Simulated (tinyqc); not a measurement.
Comparisons within one model: conductance of a narrow metal strip with scatterers (square lattice, Green functions). A value that a table varies takes the place of the one given here.

A strip of W sites across with hard walls, site energy 0 and hopping -t. Mode n = 1 to W has profile chi_n(j) = sqrt(2/(W + 1)) sin(n j pi/(W + 1)) and energy en = -2t cos(n pi/(W + 1)); E = en - 2t cos(kn a). With z_n = exp(i kn a) (Im k > 0 for closed modes, |z| < 1) each lead gives the self-energy -t z_n in mode n. One column carries the site energies v, here one foreign atom. In the mode basis V_nm = sum_j chi_n(j) v_j chi_m(j), G = (E - en + 2 t z_n - V)^-1, and t_nm = 2t sqrt(sin(kn a) sin(km a)) G_nm in size for open modes. T = sum |t_nm|^2, conductance (2e^2/h) T.

Constants: e^2/h = 3.874045865e-05 S.

Inputs chosen for the exercise (hopping and spacing of the size met in Cu or Al; the lattice is a model; not measured data): t = 1.67 eV (hopping); W = 5 (sites across); v = (0, 0, 0, 6.5, 0) eV (site energies in the scattering column); a = 2.86 angstrom (spacing); E = -0.1 eV (Fermi energy).

## Conductance steps with and without the scatterer

E is varied across the lower half of the band.

Against energy:
```
E/t    E (eV)  open modes       T  reflected
-3.30  -5.511           1  0.8978     0.1022
-2.95  -4.926           2  1.2262     0.7738
-2.65  -4.426           2  1.5535     0.4465
-2.30  -3.841           2  1.6736     0.3264
-1.95  -3.256           3  2.7411     0.2589
-1.65  -2.756           3  2.7855     0.2145
-1.30  -2.171           3  2.8417     0.1583
-0.95  -1.587           4  3.1885     0.8115
-0.65  -1.085           4  3.4509     0.5491
-0.30  -0.501           4  3.7995     0.2005
0.05    0.084           5  4.0945     0.9055
```

What can be read from the table?

The clean strip goes from 1 to 5 open modes. The reflected flux ranges from 0.102 (E/t = -3.3) to 0.906 (E/t = 0.05). A scatterer on one site acts on one combination of modes only, so it can reflect at most one unit.

## The same scatterer in wider strips

Width (W + 1) a; the strength is the entry of v largest in size. The foreign atom sits at site W/2 + 1, rounded down. Added resistance (1/T - 1/M)/(2 e^2/h), M the number of open modes.

Against width:
```
W   width (angstrom)   M        T     T/M  added resistance (ohm)
3               11.4   3   2.1159  0.7053                  1797.6
4               14.3   4   3.1010  0.7753                   935.4
5               17.2   5   4.0845  0.8169                   578.6
6               20.0   6   5.0759  0.8460                   391.6
8               25.7   8   7.0589  0.8824                   215.1
10              31.5  10   9.0408  0.9041                   136.9
14              42.9  13  12.5522  0.9656                    35.4
20              60.1  19  18.2964  0.9630                    26.1
```

What can be read from the table?

The added resistance is 1798 ohm at W = 3 and 26.1 at W = 20; from W = 10 to 20 it changes by a factor 0.19, where 1/M gives 0.53 and 1/M^2 gives 0.28. A point scatterer removes at most one unit of M (here 0.45 to 0.96), so its resistance is at most 1/(M (M - 1)) in units of h/2e^2, without bound for M = 1, with jumps where modes open or where the site sits near a node of the open modes; the largest value is at W = 3 (1798 ohm).

## What each change does

Open modes M, T and the added resistance (1/T - 1/M)/(2 e^2/h). Each row changes one parameter from the base and keeps the others.

Results:
```
case                       M       T  added resistance (ohm)
base                       5  4.0939                     571
t = 1.737 eV               5  4.1009                     566
E = 0.03 eV                5  4.0958                     570
v = (0, 0, 0, 8.45, 0) eV  5  4.0577                     599
```

How do the results move?

The largest shifts from the base row, up to three for each result and ties (the steps differ in size, so this ranks the rows, not the parameters). M: unchanged at the printed digits by t, E and v. T: v -0.0361, t +0.0071, E +0.0019. added resistance (ohm): v +28, t -5, E -1.

Run: tinyqc, `OMP_NUM_THREADS=1 python tinyqc.py 1450943 1450944 out.jsonl`; Intel(R) Xeon(R) Processor @ 2.30GHz, one thread, shared host; about 0.01 s of CPU time with all checks.
